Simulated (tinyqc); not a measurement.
Precursor delivery by bubblers, mass-transport growth and the solid composition of a III-V alloy: one step, computed by the program tinyqc. Command: `OMP_NUM_THREADS=1 python tinyqc.py 3016786 3016787 out.jsonl movpe_thermo walk`. One thread of a shared host (Intel(R) Xeon(R) Processor @ 2.30GHz), about 0.02 s of CPU time with the checks.

1 sccm = 44.615 micromol/min; 1 torr = 133.322 Pa. The sources decompose fully at the surface.

Problem. Partial pressures in the reactor. p_i = p n_i/(44615 F_t), F_t in slm; p_V = p F_V/(1000 F_t), counted per molecule supplied; V/III = 44.615 F_V/(n1 + n2); vapour fraction of source 2 = n2/(n1 + n2).

Inputs (values chosen for the exercise, modelled on trimethylgallium (source 1) and trimethylindium (source 2) for the vapour pressures):

| quantity | value | unit |
|---|---|---|
| bath temperature T1 | 276 | K |
| bath temperature T2 | 302 | K |
| total flow F_t | 8.6 | slm |
| group-V flow F_V | 28 | sccm |
| reactor pressure p | 100 | torr |

molar flow 1 = 60.11703 micromol/min

molar flow 2 = 33.63147 micromol/min

Give: p_1; p_2; p_V; V/III ratio; vapour fraction of source 2.

Solution.

p_1 = 0.01567 torr

p_2 = 0.008765 torr

p_V = 0.3256 torr

V/III ratio = 13.33

vapour fraction of source 2 = 0.3587

Caution: so low a V/III ratio is near the limit of smooth growth, and depletion of group V, left out here, shifts the composition.
